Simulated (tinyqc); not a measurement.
Dopant redistribution at a moving silicon-oxide interface during parabolic oxidation. Changing the temperature T. Computed by tinyqc, a small Python program. Command: `OMP_NUM_THREADS=1 python tinyqc.py 3019358 3019359 out.jsonl segox sweep`. One thread of a shared host (Intel(R) Xeon(R) Processor @ 2.30GHz), about 0.01 s of CPU time with the checks.

Uniformly doped silicon is oxidised with x_ox = sqrt(B t); the interface advances into the silicon by alpha x_ox, alpha = 0.44. The dopant does not move in the oxide, and at the interface C(silicon) = m C(oxide).

Inputs (values chosen for the exercise, modelled on boron in silicon under dry oxygen):
```
quantity,value,unit
dopant prefactor D0,0.963,cm^2/s
dopant activation energy E,3.49,eV
oxidation prefactor B0,726,um^2/h
oxidation activation energy E_B,1.24,eV
segregation coefficient m = C(silicon)/C(oxide),0.27,-
bulk doping C_B,6.2e+16,1/cm^3
time t,0.46,h
```

Constants: k_B = 8.617333262e-05 eV/K.

Method:
- D = D0 exp(-E/(k_B T)), converted with 1 cm^2/s = 3.6e11 um^2/h; B = B0 exp(-E_B/(k_B T)); s = alpha sqrt(B/(4 D)), the interface advance over 2 sqrt(D t).
- Temperatures in kelvin are T(C) + 273.15.
- With the dopant diffusivity D and s = alpha x_ox/(2 sqrt(D t)), in the silicon C = C_B + (C_s - C_B) erfc(y/(2 sqrt(D t)))/erfc(s), y from the original surface. Dopant balance at the interface gives C_s/C_B = 1/[1 + (1/(m alpha) - 1) g], g = sqrt(pi) s exp(s^2) erfc(s).

One run for each value:
```
temperature T (C),ratio C_s/C_B,s,oxide thickness (um),diffusion length 2 sqrt(D t) (um)
850,0.14594,1.1246,0.03019,0.01181
900,0.17269,0.6853,0.03966,0.02547
950,0.21188,0.4348,0.05096,0.05157
1000,0.26328,0.2859,0.06421,0.09880
1050,0.32505,0.1941,0.07949,0.18022
1100,0.39390,0.1355,0.09690,0.31464
1150,0.46574,0.0970,0.11648,0.52824
1200,0.53652,0.0711,0.13828,0.85619
```

Over the rows, ratio C_s/C_B rises from 0.146 to 0.537; s falls from 1.12 to 0.0711; oxide thickness (um) rises from 0.0302 to 0.138. Diffusion has the larger activation energy, so a hot oxidation lets it even out the profile and the ratio moves towards 1.

Caution (all rows): in this case the oxide is not much thicker than a typical Deal-Grove length A, so real growth is slower than parabolic. Caution (all rows): parabolic growth needs an oxide much thicker than the Deal-Grove length A, which fails for thin films and low temperatures; oxidation-enhanced or retarded diffusion is ignored.
